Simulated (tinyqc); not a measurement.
Scale length and length offset from two DIBL values.

Inverse problem. DIBL = exp(-Le/(2 l)) + 2 exp(-Le/l) with Le = L - dL. Find l, dL and the drawn length for a DIBL of 100 mV/V.

DIBL at drawn lengths 120 and 200 nm (mV/V): [66.958227, 9.0609590]

Solution. With e = exp(-Le/(2 l)), 2 e^2 + e = DIBL gives e and so Le/l at each length; Le/l is a straight line in L with slope 1/l.

l = 21.00 nm
dL = 1.700 nm
length for 100 mV/V = 105.0 nm

Program tinyqc, `OMP_NUM_THREADS=1 python tinyqc.py 2002131 2002132 out.jsonl`; Intel Xeon 2.30GHz, shared host, one thread, about 0.01 s.
